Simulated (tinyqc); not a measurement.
# Off-state leakage of single and stacked transistors: effects of single changes

n-channel devices of unit width. Subthreshold current I(Vg, Vs, Vd) = I0 (T/300 K)^0.5 exp[(Vg - Vs - VT(T) - gb (Vs - Vb) + dd (Vd - Vs))/(nf Vt)] (1 - exp(-(Vd - Vs)/Vt)), VT(T) = VT - cT (T - 300 K). Gate-edge tunnelling Ig (Vd/1 V) exp(ag (Vd - 1 V)), for a gate at 0 V, and band-to-band leakage Ab u exp(-Bb/u), u = Vd - Vb + 1 V, flow at a drain held at V; both are taken as independent of T. In a stack of off transistors (all gates at 0 V) the same subthreshold current passes through each.

Values chosen for this exercise; values of the order met in bulk silicon logic transistors: temperature T = 300 K; supply voltage V = 1.1 V; threshold at 300 K, zero drain and body bias VT = 0.41 V; fall of the threshold with temperature cT = 0.9 mV/K; current at threshold at 300 K I0 = 0.1 uA/um; slope factor nf = 1.48; drain-induced lowering per volt dd = 0.12; rise of the threshold per volt of source-body bias gb = 0.13; gate-edge tunnelling current at 1 V Ig = 2e-6 uA/um; exponential slope of the gate current ag = 3 1/V; prefactor of band-to-band leakage at the drain Ab = 90 uA/(um V); its exponential voltage Bb = 24 V; body voltage Vb = 0 V.

Constants: q = 1.602176634e-19 C, kB = 1.380649e-23 J/K, Vt = kB T/q. Results are converted to the units shown.

Each table varies one quantity; the others keep the values above.

## Subthreshold current against the height of the stack

All n gates at 0 V, bottom source at 0 V, top drain at V; node voltages follow from equal currents.

Results:
```
n	I (nA/um)	reduction factor	drain voltage of the bottom device (mV)	source voltage of the top device (mV)	voltage across the top device (V)
1	0.069898	1.0000	1100.0	0	1.1000
2	0.0029375	23.795	97.013	97.013	1.0030
4	9.5685e-4	73.050	13.771	131.35	0.96865
5	7.1718e-4	97.462	9.7240	140.17	0.95983
6	5.7386e-4	121.80	7.5263	147.00	0.95300
```

Estimate the missing row, n = 3.

Computed row:
```
n	I (nA/um)	reduction factor	drain voltage of the bottom device (mV)	source voltage of the top device (mV)	voltage across the top device (V)
3	0.0014405	48.522	23.844	118.82	0.98118
```

With this row back in the table: The second transistor cuts the current by a factor of 23.8, the third by a further 2.04 and the sixth by 1.25. The top device keeps 86.6 % of the supply at n = 6, while the drain voltage of the bottom one falls to 0.291 Vt.

## Leakage components against the supply voltage

Same model as above.

One transistor with Vg = Vs = 0, Vd = V; stack factor I(one)/I(two in series).

Results:
```
V (V)	subthreshold (nA/um)	gate edge (nA/um)	band-to-band (nA/um)	total (nA/um)	stack factor	largest part
0.5	0.010646	2.2313e-4	0.015192	0.026062	4.8689	band-to-band
0.6	0.014568	3.6143e-4	0.044050	0.058980	6.2229	band-to-band
0.8	0.027279	8.7810e-4	0.26237	0.29053	10.462	band-to-band
0.9	0.037329	0.0013335	0.55869	0.59735	13.702	band-to-band
1	0.051080	0.0020000	1.1060	1.1590	18.027	band-to-band
1.1	0.069898	0.0029697	2.0563	2.1292	23.795	band-to-band
1.2	0.095647	0.0043731	3.6217	3.7217	31.483	band-to-band
1.3	0.13088	0.0063950	6.0842	6.2215	41.729	band-to-band
1.4	0.17910	0.0092963	9.8064	9.9948	55.379	band-to-band
```

Estimate the missing row, V = 0.7 V.

Computed row:
```
V (V)	subthreshold (nA/um)	gate edge (nA/um)	band-to-band (nA/um)	total (nA/um)	stack factor	largest part
0.7	0.019935	5.6920e-4	0.11310	0.13361	8.0365	band-to-band
```

With this row back in the table: As V goes from 0.5 to 1.4, the total leakage rises from 0.0261 to 9.99 nA/um. The band-to-band part leads at V = 0.5 and in all other rows. The reduction by a stack of two rises from 4.87 to 55.4, for the subthreshold part alone.

Numbers from tinyqc (`OMP_NUM_THREADS=1 python tinyqc.py 2242134 2242135 out.jsonl`; about 0.04 s on one thread of a shared Intel Xeon 2.30GHz).
